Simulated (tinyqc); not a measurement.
A log to judge: molecular dynamics of a small cluster by velocity Verlet steps. Computed by tinyqc. Command: `OMP_NUM_THREADS=1 python tinyqc.py 3025645 3025646 out.jsonl verlet walk`. One thread of a shared host (Intel(R) Xeon(R) Processor @ 2.30GHz), about 0.04 s of CPU time with the checks.

E = sum_i {sum_j A exp(-p (r_ij/r0 - 1)) - xi sqrt(rho_i)}, rho_i = sum_j exp(-2 q (r_ij/r0 - 1)); the force on i is -sum_j w_ij (R_i - R_j)/r_ij with w_ij = -(2p/r0) A exp(-p (r_ij/r0 - 1)) + (xi q/r0) exp(-2 q (r_ij/r0 - 1)) (rho_i^(-1/2) + rho_j^(-1/2)).

Inputs (values chosen for the exercise, for model atoms): length r0 = 2.59 angstrom; repulsion A = 0.1 eV; hopping xi = 1.04 eV; decay p = 9.87; decay q = 3.29; atomic mass M = 199 u; time step dt = 13 fs; steps = 200.

Potential: Gupta. Thermostat: none.

starting positions (angstrom), rows atom 1, atom 2, atom 3, columns x, y, z:
```
[[-0.03, 0, 0],
 [2.4, -0.04, -0.02],
 [1.22, 2.09, 0.03]]
```

starting velocities (angstrom/fs), rows atom 1, atom 2, atom 3, columns x, y, z:
```
[[0.0002, 0.00055, 0.00016],
 [5e-05, 0.00035, 0.00022],
 [-0.00026, -0.0009, -0.00038]]
```

Constants: 1 eV/(angstrom u) = 9.648533212e-03 angstrom/fs^2; k_B = 8.617333262e-05 eV/K.

Method. Velocity Verlet: a = c F/M with c = 9.648533212e-3 angstrom/fs^2 per eV/(angstrom u); R(new) = R + v dt + a dt^2/2; v(new) = v + (a + a(new)) dt/2. Kinetic energy K = M v^2/(2c); temperature T = 2K/((3N - 3) k_B), rotation of the cluster included. Spread = largest minus smallest value. The test of the step is the spread (largest minus smallest) of the total energy over the run without thermostat, against the spread of K; the step passes below 5 %. The mean T is over the second half.

Course of the run (evenly spaced rows):
```
step  t (fs)    U (eV)    K (eV)  U + K (eV)    T (K)
0          0  -4.29263  0.016124    -4.27650    62.37
14       182  -4.30262  0.025987    -4.27663   100.52
28       364  -4.41195  0.133721    -4.27823   517.26
42       546  -4.54064  0.260164    -4.28048  1006.36
56       728  -4.48339  0.203985    -4.27940   789.05
70       910  -4.46684  0.188116    -4.27872   727.67
84      1092  -4.35714  0.079362    -4.27778   306.99
98      1274  -4.42089  0.141872    -4.27902   548.79
112     1456  -4.41127  0.133069    -4.27820   514.73
126     1638  -4.35682  0.077894    -4.27893   301.31
140     1820  -4.41045  0.127675    -4.28278   493.87
154     2002  -4.46679  0.184766    -4.28203   714.71
168     2184  -4.58779  0.302030    -4.28576  1168.30
182     2366  -4.47000  0.190402    -4.27960   736.51
196     2548  -4.50266  0.222444    -4.28022   860.45
```

Can the last value be used, and what does the course show?

No. The total energy spreads by 6.0 % of the swings of K: with omega_max dt = 0.43 the step is too long, below the stability limit of 2 but far too coarse for the fast vibration. Reruns converge with time step dt = 9.1; or with time step dt = 1.6.
